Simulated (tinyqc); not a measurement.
Bias-temperature instability from a Gaussian distribution of capture and emission barriers: one step, computed by the program tinyqc. Command: `OMP_NUM_THREADS=1 python tinyqc.py 3011416 3011417 out.jsonl bti walk`. One thread of a shared host (Intel(R) Xeon(R) Processor @ 2.30GHz), about 0.01 s of CPU time with the checks.

Each trap has a capture time tau_0 exp(E_c/(k_B T)) under stress and an emission time tau_0 exp(E_e/(k_B T)) after it. E_c is Gaussian, and E_e = E_c + d with d Gaussian and independent. A trap counts as filled once t_s exceeds its capture time and as emptied once t_r exceeds its emission time.

Task: Stress. Demarcation energies E_s = k_B T ln(t_s/tau_0), E_r = k_B T ln(t_r/tau_0); mean barrier mu = mu_c - k_F F; z = (E_s - mu)/sigma_c; Phi is the standard normal distribution. Temperatures in kelvin are T(C) + 273.15. Shift without recovery dV0 = V_max Phi(z); local time exponent n = d ln dV0/d ln t_s = (k_B T/sigma_c) exp(-z^2/2)/(sqrt(2 pi) Phi(z)); apparent activation energy n E_s.

Inputs (values chosen for the exercise, for a model p-channel transistor):

| quantity | value | unit |
|---|---|---|
| shift with all traps filled V_max | 250 | mV |
| mean capture barrier at zero field mu_c | 1.52 | eV |
| spread of capture barriers sigma_c | 0.31 | eV |
| lowering of mu_c per field k_F | 0.037 | eV/(MV/cm) |
| oxide field F | 7.6 | MV/cm |
| time constant tau_0 | 4e-09 | s |
| temperature T | 60 | C |
| stress time t_s | 10 | s |

Constants: k_B = 8.617333262e-05 eV/K.

Give: E_s; mean barrier mu; z; shift without recovery dV0; time exponent n; apparent activation energy.

Result:

E_s = 0.6212 eV

mean barrier mu = 1.2388 eV

z = -1.992

shift without recovery dV0 = 5.795 mV

time exponent n = 0.2191

apparent activation energy = 0.1361 eV

The stress has filled 2.3 % of the traps. The apparent energy 0.136 eV is only the share n of the barriers near 0.62 eV that are being crossed.
